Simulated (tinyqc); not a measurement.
From image to dissolution rate: chemically amplified photoresist: aerial image, acid generation, bake, development and line width. Computed by tinyqc, a small Python program. Command: `OMP_NUM_THREADS=1 python tinyqc.py 3023274 3023275 out.jsonl resist walk`. One thread of a shared host (Intel(R) Xeon(R) Processor @ 2.30GHz), about 0.02 s of CPU time with the checks.

Lines and spaces of pitch p with a two-beam-like image; x = 0 is the middle of the bright space. The resist is positive and treated as uniform in depth.

Inputs (values chosen for the exercise, for a model resist at 13.5 nm):
```
quantity                                         value     unit
pitch p                                             30       nm
image contrast c                                  0.52        -
mean dose E                                       8.17  mJ/cm^2
Dill parameter C                                 0.045  cm^2/mJ
quencher load q, relative to the acid generator    0.2        -
acid diffusivity D                                0.02   nm^2/s
bake time t                                         90        s
amplification rate k_amp                         0.061      1/s
threshold protection m_th                         0.41        -
development selectivity n                           20        -
largest rate r_max                                 350     nm/s
smallest rate r_min                              0.015     nm/s
```

Method:
- Dose E(x) = E [1 + c cos(2 pi x/p)]; acid h = 1 - exp(-C E(x)).
- Bake: the acid image is blurred by a Gaussian of variance sigma^2 = 2 D t (each Fourier term k of h, taken on 64 points, is multiplied by exp(-4 pi^2 k^2 D t/p^2)).
- The quencher then removes q, h_eff = max(h_blurred - q, 0); protection m = exp(-k_amp t h_eff).
- Mack rate r = r_max (a + 1)(1 - m)^n/(a + (1 - m)^n) + r_min, a = ((n + 1)/(n - 1))(1 - m_th)^n.

Across half a pitch:
```
x/p   x (nm)  dose (mJ/cm^2)  blurred acid  protection m  rate (nm/s)
0.00     0.0          12.418       0.41965        0.2994   3.3799e+02
0.05     1.5          12.210       0.41447        0.3081   3.3476e+02
0.10     3.0          11.607       0.39925        0.3349   3.1801e+02
0.15     4.5          10.667       0.37486        0.3829   2.4137e+02
0.20     6.0           9.483       0.34293        0.4563   5.2589e+01
0.25     7.5           8.170       0.30593        0.5590   9.4904e-01
0.30     9.0           6.857       0.26715        0.6917   1.5732e-02
0.35    10.5           5.673       0.23060        0.8454   1.5000e-02
0.40    12.0           4.733       0.20049        0.9973   1.5000e-02
0.45    13.5           4.130       0.18064        1.0000   1.5000e-02
0.50    15.0           3.922       0.17370        1.0000   1.5000e-02
```

What does the comparison show, and why?

The dose varies by a factor 3.17 across the pattern and the rate by 22500.

Extremes, crossings and ranges named in words are read from the listed rows.
